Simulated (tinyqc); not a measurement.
Disorder from G.

Problem. A flat band at zero energy with self-consistent Born disorder has G = 1/(z - D G), z = E + i eta. Find D and the half-width 2 sqrt(D) of the broadened level.

Parameters, values chosen for the exercise: bare broadening eta = 0.0041 eV; energy from the band centre E = -1.349 eV.

G = -0.94614384-0.70843111i 1/eV

Answer. D = (z - 1/G)/G, which comes out real.

D = 0.7100 eV^2
half-width = 1.685 eV

tinyqc, about 0.01 s, one thread, Intel Xeon 2.30GHz (shared host): `OMP_NUM_THREADS=1 python tinyqc.py 2720030 2720031 out.jsonl`
